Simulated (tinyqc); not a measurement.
Electron mobility in a silicon inversion layer, empirical terms and Matthiessen rule: one step of the calculation.

Inversion layer of sheet density Ns on a uniformly doped body, under a high-permittivity gate with an interlayer. The mobility terms are empirical power laws with prefactors chosen for the exercise; adding their inverses (Matthiessen) is itself an approximation.

Task. Split C-V extraction. Q(Vg) is the trapezoid sum of Cgc from the first point (where Q is taken as 0); mu_eff = I/((W/L) Q Vd); mu_FE = (dI/dVg)/((W/L) Cox Vd) with a backward difference. Listed from point 4 on.

Values chosen for this exercise; material values close to those of silicon: gate capacitance Cox = 0.76 uF/cm^2; ratio W/L WL = 10; drain voltage Vd = 0.01 V.

```
point	Vg (V)	Cgc (uF/cm^2)	I (uA)
0	0.2	2.5176559e-5	1.2665325e-10
1	0.3	0.0013281656	3.5301374e-7
2	0.4	0.064355640	8.9482457e-4
3	0.5	0.63094100	0.30285183
4	0.6	0.75706955	2.1650903
5	0.7	0.75994434	4.8566174
6	0.8	0.75999895	7.7728918
7	0.9	0.75999998	10.694500
8	1	0.76000000	13.526205
9	1.1	0.76	16.224265
10	1.2	0.76	18.769094
11	1.3	0.76	21.153358
12	1.4	0.76	23.376291
```

Find: Q; mu_eff; mu_FE.

Result.

```
point	Q (uC/cm^2)	mu_eff (cm^2/(V s))	mu_FE (cm^2/(V s))
4	0.1075	201.4	245.0
5	0.1834	264.9	354.1
6	0.2594	299.7	383.7
7	0.3354	318.9	384.4
8	0.4114	328.8	372.6
9	0.4874	332.9	355.0
10	0.5634	333.2	334.8
11	0.6394	330.8	313.7
12	0.7154	326.8	292.5
```

At the last point mu_FE is 10 % below mu_eff: where the mobility falls with gate voltage the slope of I understates it.

Computed by the program tinyqc: `OMP_NUM_THREADS=1 python tinyqc.py 2510058 2510059 out.jsonl`, one thread of a shared Intel Xeon 2.30GHz, about 0.01 s for the whole run.
